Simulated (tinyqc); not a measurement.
Capacitance measurement on a leaky thin oxide: effects of series resistance and leakage: one step of the calculation.

The device is a capacitance C in parallel with a leakage conductance G, in series with Rs and Ls. An impedance meter reports either a parallel pair (Cp, Gp) from Y = 1/Z = Gp + i w Cp or a series pair (Cs, Rm) from Z = Rm + 1/(i w Cs); w = 2 pi f, dissipation D = Gp/(w |Cp|).

Question. True capacitance and conductance. EOT = 3.9 tox/eox; CET = EOT + zc + zp; C = 3.9 eps0 A/CET; G = Jg A/Vs.

Values chosen for this exercise; values of the order met in thin-oxide MOS capacitors: relative permittivity of the gate insulator (close to zirconium oxide) eox = 25; insulator thickness tox = 9.6 nm; gate area A = 10000 um^2; oxide-equivalent thickness added by the accumulation layer zc = 0.59 nm; oxide-equivalent thickness added by gate depletion zp = 0 nm; gate leakage current density, not matched to the thickness Jg = 0.00012 A/cm^2; voltage for an e-fold rise of the leakage Vs = 0.21 V.

Constants: eps0 = 8.8541878128e-14 F/cm where lengths are in cm. Results are converted to the units shown.

Find: EOT; CET; C; G.

Answer.

EOT = 1.4976 nm
CET = 2.0876 nm
C = 165.41 pF
G = 0.057143 uS

Numbers from tinyqc (`OMP_NUM_THREADS=1 python tinyqc.py 2022026 2022027 out.jsonl`; about 0.01 s on one thread of a shared Intel Xeon 2.30GHz).
